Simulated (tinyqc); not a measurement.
Dopants and charged point defects at anneal temperature: Fermi-level effect, clustering and pairing: one step, computed by the program tinyqc. Command: `OMP_NUM_THREADS=1 python tinyqc.py 3004952 3004953 out.jsonl pairing walk`. One thread of a shared host (Intel(R) Xeon(R) Processor @ 2.30GHz), about 0.01 s of CPU time with the checks.

Boltzmann statistics and full ionisation of active dopants. Energies are counted from the valence band; the defect (a vacancy or self-interstitial) has five charge states, with all degeneracy factors one.

Question. The host at the anneal temperature. E_g = E_g0 - alpha T^2/(T + beta). N_c = 2 M_c (2 pi m_e k_B T/h^2)^(3/2) and N_v = 2 (2 pi m_h k_B T/h^2)^(3/2), masses in units of m_0. n_i = sqrt(N_c N_v) exp(-E_g/2 k_B T); E_i = E_g/2 + (k_B T/2) ln(N_v/N_c).

Inputs (values chosen for the exercise, with bands modelled on InP):
```
quantity                 value  unit
gap at 0 K E_g0            1.4    eV
Varshni alpha         0.000364  eV/K
Varshni beta               159     K
electron mass m_e         0.08   m_0
valleys M_c                  1     -
hole mass m_h             0.59   m_0
anneal temperature T       970     K
```

Dopant: donor. Second part: pairing with a mobile impurity.

Constants: m_0 = 9.1093837015e-31 kg; k_B = 1.380649e-23 J/K; h = 6.62607015e-34 J s; k_B = 8.617333262e-05 eV/K.

Give: E_g; k_B T; n_i; E_i; effective density of states N_b of the majority band.

Answer.

E_g = 1.097 eV

k_B T = 0.08359 eV

n_i = 2.092e+16 cm^-3

E_i = 0.6736 eV

effective density of states N_b of the majority band = 3.301e+18 cm^-3
